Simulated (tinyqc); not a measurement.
Efficiency against current: defect, radiative and Auger recombination at equal electron and hole densities (ABC model).

J/(e d) = Ae n + B n^2 + C n^3 with Ae = A + 4 S/w (four side walls, carriers spread evenly), e = 1.602176634e-19 C, lengths in cm; internal efficiency IQE = B n^2/(Ae n + B n^2 + C n^3); all injected carriers recombine in the layer.

Parameters, chosen for this exercise (orders of magnitude like those quoted for Ge; not measured data):
- A = 24000 1/s (defect rate)
- B = 8.5e-14 cm^3/s (radiative coefficient)
- C = 5.1e-31 cm^6/s (Auger coefficient)
- S = 0 cm/s (recombination velocity of the side walls)
- w = 100 micrometre (side of the square mesa)
- d = 900 nm (active thickness)

The slope is d ln(B n^2)/d ln J = 2 (Ae + B n + C n^2)/(Ae + 2 B n + 3 C n^2).

Results:
```
J (A/cm^2)  n (1/cm^3)      IQE  slope  differential lifetime (ns)
0.00020       5.77e+14  0.00204  1.996                    4.15e+04
0.00080       2.29e+15  0.00805  1.984                    4.10e+04
0.0030        8.41e+15   0.0289  1.938                    3.92e+04
0.010         2.61e+16   0.0835  1.802                    3.39e+04
0.050         9.47e+16    0.220  1.361                    1.86e+04
0.20          2.13e+17    0.277  1.007                    7.72e+03
0.80          3.99e+17    0.244  0.830                    2.98e+03
3.0           6.71e+17    0.184  0.751                    1.21e+03
10            1.04e+18    0.133  0.716                         537
50            1.83e+18   0.0823  0.691                         183
```

IQE peaks at 0.278 for J = 0.208 A/cm^2, where the slope passes 1. It is 0.00204 at the lowest current and 0.0823 at the highest, a droop of 70 %. The slope runs from 2.00 to 0.69; its limits are 2 (defects alone), 1 (radiation alone) and 2/3 (Auger alone).

tinyqc: `OMP_NUM_THREADS=1 python tinyqc.py 1652349 1652350 out.jsonl`; about 0.01 s, one thread, shared Intel(R) Xeon(R) Processor @ 2.30GHz.
